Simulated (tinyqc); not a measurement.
Interdiffusion in a binary couple: Darken equations, Kirkendall shift and Boltzmann-Matano analysis. From one set of inputs to another, one input at a time. Computed by tinyqc, a small Python program. Command: `OMP_NUM_THREADS=1 python tinyqc.py 3017871 3017872 out.jsonl darken ladder`. One thread of a shared host (Intel(R) Xeon(R) Processor @ 2.30GHz), about 0.1 s of CPU time with the checks.

x is the mole fraction of B; the molar volume is constant, and the two halves are long enough to count as infinite.

The inputs printed are set A. Inputs not listed in the table keep their values of set A, so the rows need not describe a real material.

Inputs (values chosen for the exercise, for a model alloy A-B):

| quantity | value | unit |
|---|---|---|
| tracer diffusivity D*_A(0) | 3e-15 | m^2/s |
| tracer diffusivity D*_B(0) | 6.4e-16 | m^2/s |
| slope k of ln D* with x | 1.7 | - |
| regular-solution parameter W | -0.027 | eV |
| temperature T | 1340 | K |
| left composition x_L | 0.36 | - |
| right composition x_R | 0.67 | - |
| time t | 48000 | s |
| composition x for the local step | 0.43 | - |

Vacancy-wind correction: Manning, fcc.

Constants: k_B = 8.617333262e-05 eV/K.

Method:
- D*_i(x) = D*_i(0) exp(k x); thermodynamic factor Phi = 1 - 2 W x (1 - x)/(k_B T); with f0 = 0.7815, M0 = 2 f0/(1 - f0), den = M0 ((1 - x) D*_A + x D*_B): D_A = D*_A Phi [1 + 2 (1 - x)(D*_A - D*_B)/den], D_B = D*_B Phi [1 - 2 x (D*_A - D*_B)/den]; interdiffusion D~ = x D_A + (1 - x) D_B.
- With lambda = z/sqrt(t), the profile solves d/dlambda (D~ dx/dlambda) + (lambda/2) dx/dlambda = 0 with x = x_L and x_R far to the left and right; z = 0 is the original interface. It is solved as a boundary-value problem in y = lambda/sqrt(D~ at the mean composition) on -12 < y < 12 (collocation, tolerance 1e-8).
- Read from the profile: the position z(x), the area -int_(x_L)^x z dx and the slope.
- Lattice planes move with v = (D_B - D_A) dx/dz; markers from the original interface stay at one composition, where z_K = 2 t v.

Each row keeps all changes above it:

| input moved | from | to | marker position z_K (um) | slope dx/dz at the local x (1/um) | composition at the markers |
|---|---|---|---|---|---|
| set A | - | - | -4.1754 | 0.004869 | 0.50539 |
| tracer diffusivity D*_B(0) (m^2/s) | 6.4e-16 | 4.4e-16 | -4.5826 | 0.004984 | 0.50370 |
| regular-solution parameter W (eV) | -0.027 | -0.15 | -5.5523 | 0.004111 | 0.50358 |
| time t (s) | 48000 | 39000 | -5.0048 | 0.004560 | 0.50358 |
| tracer diffusivity D*_A(0) (m^2/s) | 3e-15 | 1.3e-16 | 1.5746 | 0.010027 | 0.53710 |
| slope k of ln D* with x | 1.7 | 0.56 | 1.1677 | 0.012563 | 0.53231 |

Marker position z_K goes from -4.18 to 1.17, +5.34 in all. The largest single move comes from tracer diffusivity D*_A(0) (+6.58), and regular-solution parameter W works against it (-0.97). Slope dx/dz at the local x goes from 0.00487 to 0.0126, a factor 2.58 in all. The largest single move comes from tracer diffusivity D*_A(0) (a factor 2.20), and regular-solution parameter W works against it (a factor 0.825). Composition at the markers goes from 0.505 to 0.532, a factor 1.05 in all. The largest single move comes from tracer diffusivity D*_A(0) (a factor 1.07), and slope k of ln D* with x works against it (a factor 0.9911). The single moves hold for this order of the switches; the total does not depend on the order.

Extremes, crossings and ranges named in words are read from the listed rows.
